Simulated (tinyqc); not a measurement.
Free and trapped electrons in a MOS channel with a dense trap tail: two steps of the calculation.

p-type body, charge-sheet picture, full ionisation (an idealisation for deep acceptors), Boltzmann statistics for free electrons. e = Ec - EF at the surface. Acceptor-like traps of density D(E) = D0 + De exp(-E/Ew) at depth E below Ec, from 0 to Eu, hold n_t = integral of D(E)/(1 + exp((e - E)/Vt)). psi = Eg - Vt ln(Nv/Na) - e; N_dep = sqrt(2 eps0 eps_r Na (psi - Vt)/q); n_f = sqrt(N_dep^2 + 2 eps0 eps_r Vt Nc exp(-e/Vt)/q) - N_dep; Vg = Vfb + psi + q (N_dep + n_t + n_f)/Cox, Cox = eps0 eox/tox.

Parameters, values chosen for the exercise; band and dielectric values close to those of 4H silicon carbide:
- T = 250 K (temperature)
- Eg = 3.28 eV (band gap)
- eps_r = 9.61 (relative permittivity)
- Nc = 1.29e19 cm^-3 (conduction-band density of states at T)
- Nv = 1.86e19 cm^-3 (valence-band density of states at T)
- eox = 3.9 (relative permittivity of the insulator)
- tox = 48 nm (insulator thickness)
- Na = 7.8e16 cm^-3 (acceptor density)
- Vfb = -2.92 V (flat-band voltage without trapped charge)
- D0 = 4.6e10 cm^-2 eV^-1 (constant background density of acceptor-like traps)
- De = 3.7e12 cm^-2 eV^-1 (density of the tail at the conduction edge)
- Ew = 0.07 eV (decay energy of the tail)
- Eu = 0.53 eV (depth below Ec down to which the traps reach)
- mf = 110 cm^2/(V s) (mobility of free electrons)
- e = 0.09 eV (Ec - EF at the surface)

Constants: q = 1.602176634e-19 C, kB = 1.380649e-23 J/K, Vt = kB T/q, eps0 = 8.8541878128e-14 F/cm where lengths are in cm. Results are converted to the units shown.

Task 1. Trapped charge. Trapezoid rule on 13 equal steps from 0 to Eu, f = 1/(1 + exp((e - E)/Vt)).

Give: E; D(E) f; n_t.

Result 1.

| point | E (eV) | D(E) f (cm^-2 eV^-1) |
|---|---|---|
| 0 | 0 | 5.6577e10 |
| 1 | 0.040769 | 1.9511e11 |
| 2 | 0.081538 | 4.8378e11 |
| 3 | 0.12231 | 5.6469e11 |
| 4 | 0.16308 | 3.9290e11 |
| 5 | 0.20385 | 2.4589e11 |
| 6 | 0.24462 | 1.5823e11 |
| 7 | 0.28538 | 1.0874e11 |
| 8 | 0.32615 | 8.1048e10 |
| 9 | 0.36692 | 6.5576e10 |
| 10 | 0.40769 | 5.6934e10 |
| 11 | 0.44846 | 5.2107e10 |
| 12 | 0.48923 | 4.9411e10 |
| 13 | 0.53000 | 4.7905e10 |

n_t = 1.0219e11 cm^-2

Task 2. Charges and gate voltage. psi, N_dep, n_f and Vg as defined, with the n_t given; free share n_f/(n_f + n_t); apparent mobility mf n_f/(n_f + n_t); gate voltage spent on traps q n_t/Cox.

n_t = 1.0219455e11 cm^-2

Give: psi; N_dep; n_f; Vg; free share; apparent mobility; gate voltage spent on traps.

Result 2.

psi = 3.0721 V
N_dep = 1.5898e12 cm^-2
n_f = 1.4174e10 cm^-2
Vg = 3.9518 V
free share = 12.180 %
apparent mobility = 13.398 cm^2/(V s)
gate voltage spent on traps = 0.22760 V

Computed by the program tinyqc: `OMP_NUM_THREADS=1 python tinyqc.py 2222076 2222077 out.jsonl`, one thread of a shared Intel Xeon 2.30GHz, about 0.02 s for the whole run.
